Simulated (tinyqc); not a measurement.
Worked calculation: CIS on RHF in the sto-3g basis, for H3+, spin multiplicity 1. Computed by tinyqc, a small Python program that keeps every step (integrals from PySCF). Settings: charge = 1, multiplicity = 1, basis = sto-3g, method = RHF, energy threshold = 1e-10, iteration cap = 51, orthogonalisation = symmetric, start = core, DIIS depth = 6. Command: `OMP_NUM_THREADS=1 python tinyqc.py 31149 31150 out.jsonl` (the two numbers bound the seeds that draw the settings). One thread of a shared host (Intel(R) Xeon(R) Processor @ 2.60GHz), about 0.04 s of CPU time with the checks. Later iterations appear only in the table of the cycle.

## One-electron integrals

Geometry (angstrom):
```
atom,x,y,z
H,0.000000,0.000000,0.000000
H,0.000000,0.000000,0.792000
H,0.000000,0.788000,-0.080000
```

Basis sto-3g: exponents (1/bohr^2) and contraction coefficients of normalised primitives:
```
element,l (shell),exponent,coefficient
H,s (1),3.425251,0.154329
H,s (1),0.623914,0.535328
H,s (1),0.168855,0.444635
```

Overlap, kinetic and nuclear-attraction integrals over the contracted functions; the nuclear repulsion is the sum of Za Zb / Rab.

nuclear repulsion = 1.78651245 hartree

overlap S, lower triangle:
```
,1H 1s,2H 1s,3H 1s
1H 1s,1.000000
2H 1s,0.625988,1.000000
3H 1s,0.625955,0.399592,1.000000
```

kinetic energy T (hartree), lower triangle:
```
,1H 1s,2H 1s,3H 1s
1H 1s,0.760032
2H 1s,0.207123,0.760032
3H 1s,0.207096,0.058485,0.760032
```

nuclear attraction V (hartree), lower triangle:
```
,1H 1s,2H 1s,3H 1s
1H 1s,-2.470151
2H 1s,-1.444924,-2.291719
3H 1s,-1.444830,-0.872653,-2.291689
```

core Hamiltonian H = T + V (hartree), lower triangle:
```
,1H 1s,2H 1s,3H 1s
1H 1s,-1.710119
2H 1s,-1.237800,-1.531687
3H 1s,-1.237735,-0.814168,-1.531657
```

## Two-electron integrals

Functions are numbered as in S; the eight-fold symmetry (ij|kl) = (ji|kl) = (kl|ij) leaves the list below.

Two-electron integrals (ij|kl) in chemists' order, unique and non-zero (hartree):
```
i,j,k,l,(ij|kl)
1,1,1,1,0.774606
2,1,1,1,0.415371
2,1,2,1,0.264404
2,2,1,1,0.550611
2,2,2,1,0.415371
2,2,2,2,0.774606
3,1,1,1,0.415343
3,1,2,1,0.227918
3,1,2,2,0.308802
3,1,3,1,0.264373
3,2,1,1,0.235819
3,2,2,1,0.150251
3,2,2,2,0.235890
3,2,3,1,0.150243
3,2,3,2,0.097861
3,3,1,1,0.550592
3,3,2,1,0.308813
3,3,2,2,0.424761
3,3,3,1,0.415343
3,3,3,2,0.235890
3,3,3,3,0.774606
```

## Orthogonalisation

S = U s U^T; symmetric (Loewdin) form X = U s^(-1/2) U^T, so that X^T S X = 1.

eigenvalues of S: 0.292272  0.600408  2.107320

X, lower triangle:
```
,1H 1s,2H 1s,3H 1s
1H 1s,1.397078
2H 1s,-0.400375,1.216049
3H 1s,-0.400334,-0.074523,1.216017
```

## Starting guess

The start is the orbitals of the core Hamiltonian; D = 2 C_occ C_occ^T.

D at the start, lower triangle:
```
,1H 1s,2H 1s,3H 1s
1H 1s,0.654261
2H 1s,0.339989,0.176676
3H 1s,0.339950,0.176656,0.176636
```

## Iteration 1: building the Fock matrix

J_ij = sum D_kl (ij|kl), K_ij = sum D_kl (ik|jl); F = H + J - 0.5 K; E = tr D H + tr D J / 2 - 0.25 tr D K + E_nn.

Coulomb J (hartree), lower triangle:
```
,1H 1s,2H 1s,3H 1s
1H 1s,1.349481
2H 1s,0.787530,1.147866
3H 1s,0.787474,0.476523,1.147820
```

exchange K (hartree), lower triangle:
```
,1H 1s,2H 1s,3H 1s
1H 1s,1.245567
2H 1s,0.887523,0.795071
3H 1s,0.887461,0.636914,0.794978
```

Fock matrix F (hartree), lower triangle:
```
,1H 1s,2H 1s,3H 1s
1H 1s,-0.983421
2H 1s,-0.894032,-0.781357
3H 1s,-0.893991,-0.656102,-0.781326
```

total energy of this density = -1.21244746 hartree

## Iteration 1: diagonalisation and new density

Diagonalise F' = X^T F X, C = X C', fill 1 alpha and 1 beta electrons from the bottom; D = 2 C_occ C_occ^T. Each column has its largest component positive (the first on a tie).

F' = X^T F X (hartree), lower triangle:
```
,1,2,3
1,-0.380089
2,-0.505386,-0.381299
3,-0.505339,-0.172716,-0.381314
```

orbital energies (hartree): MO1 -1.187018, MO2 -0.208591, MO3 0.252907

coefficients C:
```
,MO1,MO2,MO3
1H 1s,0.502453,-0.000054,1.421244
2H 1s,0.338808,-0.912513,-0.834960
3H 1s,0.338789,0.912609,-0.834797
```

D after iteration 1, lower triangle:
```
,1H 1s,2H 1s,3H 1s
1H 1s,0.504919
2H 1s,0.340471,0.229582
3H 1s,0.340451,0.229569,0.229556
```

## Iteration 5 (converged): orbitals

converged F (hartree), lower triangle:
```
,1H 1s,2H 1s,3H 1s
1H 1s,-0.983554
2H 1s,-0.898185,-0.791899
3H 1s,-0.898147,-0.666561,-0.791869
```

As before.

F' = X^T F X (hartree), lower triangle:
```
,1,2,3
1,-0.377785
2,-0.503669,-0.391277
3,-0.503628,-0.182553,-0.391289
```

orbital energies (hartree): MO1 -1.194790, MO2 -0.208730, MO3 0.243169

coefficients C:
```
,MO1,MO2,MO3
1H 1s,0.491298,-0.000045,1.425139
2H 1s,0.345340,-0.912519,-0.832272
3H 1s,0.345324,0.912602,-0.832121
```

D after iteration 5, lower triangle:
```
,1H 1s,2H 1s,3H 1s
1H 1s,0.482747
2H 1s,0.339330,0.238520
3H 1s,0.339314,0.238509,0.238497
```

## Convergence

Stop when the energy changes by less than 1e-10 hartree and every element of the error matrix X^T (F D S - S D F) X is below 3e-06.

Course of the cycle:
```
iteration,E (hartree),change,largest element of the error matrix
1,-1.21244746,-,1.00e-01
2,-1.22040894,-7.96e-03,1.37e-02
3,-1.22056112,-1.52e-04,3.06e-05
4,-1.22056112,-7.56e-10,1.34e-06
5,-1.22056112,-1.04e-12,7.04e-07
```

PySCF RHF in the same basis = -1.22056112 hartree

Converged in 5 iterations.

## Populations, bond orders and dipole

Mulliken: Z minus the diagonal of D S on the atom; Loewdin: the same with S^(1/2) D S^(1/2); Mayer order: 2 sum_s sum (D(s) S)_ij (D(s) S)_ji over the two atoms.

Charges (e):
```
atom,Mulliken,Loewdin
1H,0.092442,0.136340
2H,0.453757,0.431808
3H,0.453801,0.431852
```

Mayer bond orders:
```
pair,order
2-1,0.495747
3-1,0.495707
3-2,0.298357
```

dipole moment about the origin, x y z (debye): 0.000000  1.717604  1.551779

## Integrals over molecular orbitals

(pq|rs) = sum C_ip C_jq C_kr C_ls (ij|kl), one index at a time.

one-electron integrals over orbitals h = C^T H C (hartree), lower triangle:
```
,1,2,3
1,-1.812283
2,0.000009,-1.195028
3,-0.055241,-0.000004,-0.850569
```

Two-electron integrals over orbitals (pq|rs), unique and non-zero (hartree):
```
p,q,r,s,(pq|rs)
1,1,1,1,0.617493
2,1,1,1,-0.000009
2,1,2,1,0.144366
2,2,1,1,0.565332
2,2,2,1,0.000017
2,2,2,2,0.626274
3,1,1,1,0.055241
3,1,2,1,1.53e-06
3,1,2,2,-0.054536
3,1,3,1,0.138684
3,2,1,1,2.59e-06
3,2,2,1,-0.110141
3,2,2,2,-0.000010
3,2,3,1,-0.000013
3,2,3,2,0.105970
3,3,1,1,0.616211
3,3,2,1,-0.000020
3,3,2,2,0.548732
3,3,3,1,0.096785
3,3,3,2,0.000009
3,3,3,3,0.666126
```

## CIS matrix, singlets

A(ia,jb) = (e_a - e_i) d_ij d_ab + 2 (ia|jb) - (ij|ab).

CIS matrix A, singlet (hartree):
```
,1>2,1>3
1>2,0.709460,0.000000
1>3,0.000000,1.099116
```

## CIS singlet states

dipole integrals <i|r|a> (bohr):
```
,x,y,z
1>2,0.000000,0.678248,-0.750508
1>3,0.000000,-0.560070,-0.506173
```

Diagonalise A (1 hartree = 27.211386 eV); each vector has its largest component positive (the first on a tie). The transition dipole is mu = sqrt2 sum c_ia <i|r|a>.

singlet excitation energies (eV): 19.305379  29.908477

lowest vectors:
```
,state 1,state 2
1>2,1.000000,0.000001
1>3,-0.000001,1.000000
```

oscillator strengths 2/3 w |mu|^2: 0.967971  0.835167

## CIS matrix, triplets

A(ia,jb) = (e_a - e_i) d_ij d_ab - (ij|ab).

CIS matrix A, triplet (hartree):
```
,1>2,1>3
1>2,0.420729,-0.000003
1>3,-0.000003,0.821748
```

## CIS triplet states

Diagonalise A (1 hartree = 27.211386 eV); each vector has its largest component positive (the first on a tie).

triplet excitation energies (eV): 11.448606  22.360915

lowest vectors:
```
,state 1,state 2
1>2,1.000000,-0.000006
1>3,0.000006,1.000000
```
